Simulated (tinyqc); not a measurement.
Vibrations of a mass or spring defect in a linear chain: one step, computed by the program tinyqc. Command: `OMP_NUM_THREADS=1 python tinyqc.py 3022562 3022563 out.jsonl localmode walk`. One thread of a shared host (Intel(R) Xeon(R) Processor @ 2.30GHz), about 0.01 s of CPU time with the checks.

A ring of N atoms with nearest-neighbour springs k and motion along the chain. Atom 1 is the defect, of mass M', and its two springs are k'. All other atoms have the mass M.

Problem. Dynamical matrix of the ring. D_ii = (sum of the two springs at i)/M_i, D_ij = -k_ij/sqrt(M_i M_j) for neighbours, closed into a ring.

Inputs (values chosen for the exercise, for a model chain): spring constant k = 6.69 eV/angstrom^2; host mass M = 81.2 u; defect mass M' = 26.4 u; spring ratio k'/k at the defect = 1; atoms in the ring N = 12.

Host: monatomic.

Give: D.

Solution.

D (eV/(angstrom^2 u)):
```
          1        2        3        4        5        6        7        8
1    0.5068  -0.1445   0.0000   0.0000   0.0000   0.0000   0.0000   0.0000
2   -0.1445   0.1648  -0.0824   0.0000   0.0000   0.0000   0.0000   0.0000
3    0.0000  -0.0824   0.1648  -0.0824   0.0000   0.0000   0.0000   0.0000
4    0.0000   0.0000  -0.0824   0.1648  -0.0824   0.0000   0.0000   0.0000
5    0.0000   0.0000   0.0000  -0.0824   0.1648  -0.0824   0.0000   0.0000
6    0.0000   0.0000   0.0000   0.0000  -0.0824   0.1648  -0.0824   0.0000
7    0.0000   0.0000   0.0000   0.0000   0.0000  -0.0824   0.1648  -0.0824
8    0.0000   0.0000   0.0000   0.0000   0.0000   0.0000  -0.0824   0.1648
9    0.0000   0.0000   0.0000   0.0000   0.0000   0.0000   0.0000  -0.0824
10   0.0000   0.0000   0.0000   0.0000   0.0000   0.0000   0.0000   0.0000
11   0.0000   0.0000   0.0000   0.0000   0.0000   0.0000   0.0000   0.0000
12  -0.1445   0.0000   0.0000   0.0000   0.0000   0.0000   0.0000   0.0000

          9       10       11       12
1    0.0000   0.0000   0.0000  -0.1445
2    0.0000   0.0000   0.0000   0.0000
3    0.0000   0.0000   0.0000   0.0000
4    0.0000   0.0000   0.0000   0.0000
5    0.0000   0.0000   0.0000   0.0000
6    0.0000   0.0000   0.0000   0.0000
7    0.0000   0.0000   0.0000   0.0000
8   -0.0824   0.0000   0.0000   0.0000
9    0.1648  -0.0824   0.0000   0.0000
10  -0.0824   0.1648  -0.0824   0.0000
11   0.0000  -0.0824   0.1648  -0.0824
12   0.0000   0.0000  -0.0824   0.1648
```
